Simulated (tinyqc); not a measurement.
Grain growth, pinning, strength and diffusional creep of a polycrystal or thin film: one step, computed by the program tinyqc. Command: `OMP_NUM_THREADS=1 python tinyqc.py 3022975 3022976 out.jsonl grain walk`. One thread of a shared host (Intel(R) Xeon(R) Processor @ 2.30GHz), about 0.01 s of CPU time with the checks.

One mean grain size d describes the structure.

Problem. Yield stress. Hall-Petch term k_y/sqrt(d). Orowan term 3.06 x 0.4 G b ln(2 rbar/b)/(pi lambda sqrt(1 - nu)) with nu = 1/3, rbar = sqrt(2/3) r, lambda = rbar (sqrt(pi/f) - 2). Film term (threading dislocation, matched substrate, the geometry of an fcc (111) film taken for all cases): 3.464 G b ln(2 h/b)/(4 pi (1 - nu) h). The terms are added to sigma_0.

Inputs (values chosen for the exercise, modelled on tungsten): shear modulus G = 152 GPa; Burgers vector b = 2.741 angstrom; anneal temperature T = 2414 K; particle volume fraction f = 0.0044; particle radius r = 3.6 nm; film thickness h = 65 nm; friction stress sigma_0 = 610 MPa; Hall-Petch slope k_y = 0.72 MPa m^0.5.

Sample: thin film on a substrate.

grain size d = 130.4551 nm

Give: Hall-Petch term; Orowan term; film term; yield stress.

Solution.

Hall-Petch term = 1993 MPa

Orowan term = 838.7 MPa

film term = 1633 MPa

yield stress = 5075 MPa
